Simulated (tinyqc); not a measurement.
Substrate current against gate voltage: lateral field, substrate current, probability of reaching the oxide barrier and hot-carrier lifetime of a silicon transistor (pseudo-two-dimensional and lucky-electron models). Computed by tinyqc, a small Python program. Command: `OMP_NUM_THREADS=1 python tinyqc.py 3010759 3010760 out.jsonl hotcar walk`. One thread of a shared host (Intel(R) Xeon(R) Processor @ 2.30GHz), about 0.06 s of CPU time with the checks.

Local-field models: a lucky carrier gains its energy at the peak field over a path free of collisions. Voltages are magnitudes.

Inputs (values chosen for the exercise, modelled on a silicon n-channel):

| quantity | value | unit |
|---|---|---|
| channel length L | 370 | nm |
| oxide thickness t | 6.9 | nm |
| junction depth x_j | 84 | nm |
| mobility mu | 360 | cm^2/(V s) |
| saturation velocity v_s | 0.79 | 1e7 cm/s |
| threshold voltage V_T | 0.53 | V |
| drain voltage V_D | 4.3 | V |
| ionisation prefactor A_i | 2.2e+06 | 1/cm |
| ionisation field B_i | 1.77 | MV/cm |
| hot-carrier mean free path lambda | 7.9 | nm |
| oxide barrier phi_b | 3.1 | eV |
| interface-trap threshold phi_it | 3.8 | eV |
| lifetime constant H | 1000 | s microampere/micrometre |
| length of the depleted extension L_n | 53 | nm |

Drain: lightly doped extension.

Constants: eps_0 = 8.8541878128e-12 F/m.

Method:
- C_ox = 3.9 eps_0/t; F_sat = 2 v_s/mu; V_Dsat = V_ov F_sat L/(V_ov + F_sat L), V_ov = V_G - V_T; I_D/W = C_ox v_s (V_ov - V_Dsat).
- Scale length l = 0.22 t^(1/3) x_j^(1/2) (all in cm); F_m = sqrt(((V_D - V_Dsat)/l_e)^2 + F_sat^2), with l_e = l + L_n; length of the velocity-saturated region l_e ln((V_D - V_Dsat)/(l_e F_sat) + F_m/F_sat).
- Substrate current I_sub/I_D = (A_i/B_i)(V_D - V_Dsat) exp(-B_i/F_m); probability of reaching the oxide barrier exp(-phi_b/(e lambda F_m)); lifetime tau = (H/(I_D/W)) exp(phi_it/(e lambda F_m)).

At the given drain voltage:

| V_G (V) | V_Dsat (V) | I_D/W (microampere/micrometre) | F_m (kV/cm) | I_sub/W (microampere/micrometre) | tau (s) |
|---|---|---|---|---|---|
| 0.74 | 0.1860 | 9.5 | 378.80 | 0.454 | 3.4415e+07 |
| 0.95 | 0.3337 | 34.1 | 365.38 | 1.324 | 1.5286e+07 |
| 1.30 | 0.5223 | 97.9 | 348.26 | 2.853 | 1.0174e+07 |
| 1.70 | 0.6800 | 193.7 | 333.96 | 4.350 | 9.2926e+06 |
| 2.20 | 0.8233 | 334.7 | 320.97 | 5.827 | 9.6300e+06 |
| 2.80 | 0.9467 | 523.2 | 309.80 | 7.200 | 1.0577e+07 |
| 3.50 | 1.0499 | 759.1 | 300.46 | 8.478 | 1.1812e+07 |
| 4.10 | 1.1162 | 970.1 | 294.47 | 9.413 | 1.2806e+07 |
| 4.70 | 1.1688 | 1186.6 | 289.71 | 10.259 | 1.3689e+07 |

What does the comparison show, and why?

I_sub rises over the whole table: the growing drain current outweighs the fall of F_m. The shortest lifetime among the rows lies at V_G = 1.7 V, below that of the largest I_sub, since tau depends more steeply on the field.

Extremes, crossings and ranges named in words are read from the listed rows.
